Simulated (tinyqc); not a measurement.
# Worked calculation: capacitance measurement on a leaky thin oxide: effects of series resistance and leakage

Computed by the program tinyqc: `OMP_NUM_THREADS=1 python tinyqc.py 2022208 2022209 out.jsonl`, one thread of a shared Intel Xeon 2.30GHz, about 0.01 s for the whole run. Printed values are rounded.

The device is a capacitance C in parallel with a leakage conductance G, in series with Rs and Ls. An impedance meter reports either a parallel pair (Cp, Gp) from Y = 1/Z = Gp + i w Cp or a series pair (Cs, Rm) from Z = Rm + 1/(i w Cs); w = 2 pi f, dissipation D = Gp/(w |Cp|).

Inputs (values chosen for the exercise); values of the order met in thin-oxide MOS capacitors: relative permittivity of the gate insulator (close to silicon dioxide) eox = 3.9; insulator thickness tox = 2.7 nm; gate area A = 100 um^2; oxide-equivalent thickness added by the accumulation layer zc = 0.37 nm; oxide-equivalent thickness added by gate depletion zp = 0 nm; gate leakage current density, not matched to the thickness Jg = 0.018 A/cm^2; voltage for an e-fold rise of the leakage Vs = 0.3 V; series resistance Rs = 43 ohm; series inductance Ls = 0 nH; measuring frequency f = 2e5 Hz.

Constants: eps0 = 8.8541878128e-14 F/cm where lengths are in cm. Results are converted to the units shown.

## True capacitance and conductance

EOT = 3.9 tox/eox; CET = EOT + zc + zp; C = 3.9 eps0 A/CET; G = Jg A/Vs.

EOT = 2.7 nm
CET = 3.07 nm
C = 1.124799 pF
G = 0.06 uS

## What the meter reports

Z = Rs + i w Ls + 1/(G + i w C).

Z = (0.300208-7.062091i) x 1e5 ohm
Cp = 1.124793 pF
Gp = 0.06008575 uS
Cs = 1.126826 pF
D = 0.04250979

Cp is within 0.01 % of C and Cs is 0.18 % above it; G Rs = 2.58e-6, w C Rs = 6.08e-5 and G/(w C) = 0.0424.
